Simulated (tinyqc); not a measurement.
Bias-temperature instability from a Gaussian distribution of capture and emission barriers: one step, computed by the program tinyqc.

Each trap has a capture time tau_0 exp(E_c/(k_B T)) under stress and an emission time tau_0 exp(E_e/(k_B T)) after it. E_c is Gaussian, and E_e = E_c + d with d Gaussian and independent. A trap counts as filled once t_s exceeds its capture time and as emptied once t_r exceeds its emission time.

Task: Recovery. Demarcation energies E_s = k_B T ln(t_s/tau_0), E_r = k_B T ln(t_r/tau_0); mean barrier mu = mu_c - k_F F; z = (E_s - mu)/sigma_c; Phi is the standard normal distribution. Temperatures in kelvin are T(C) + 273.15. Remaining shift dV = V_max int_(-infinity)^(E_s) g(E_c) [1 - Phi((E_r - E_c - delta)/sigma_d)] dE_c, g the Gaussian density of E_c (Gauss-Legendre, 120 points over 7 sigma_c below E_s).

Inputs (values chosen for the exercise, for a model p-channel transistor):

| quantity | value | unit |
|---|---|---|
| shift with all traps filled V_max | 220 | mV |
| spread of capture barriers sigma_c | 0.37 | eV |
| mean of E_e - E_c at the stress field, delta | -0.23 | eV |
| spread of E_e - E_c, sigma_d | 0.23 | eV |
| time constant tau_0 | 1e-11 | s |
| temperature T | 85 | C |
| stress time t_s | 2 | s |
| recovery time t_r | 1 | s |

mean barrier mu = 1.2835 eV

shift without recovery dV0 = 21.35767 mV

Constants: k_B = 8.617333262e-05 eV/K.

Give: E_r; remaining shift dV; remaining share dV/dV0.

Result:

E_r = 0.7817 eV

remaining shift dV = 1.608 mV

remaining share dV/dV0 = 0.07529

A measurement delay of t_r hides 92 % of the shift.
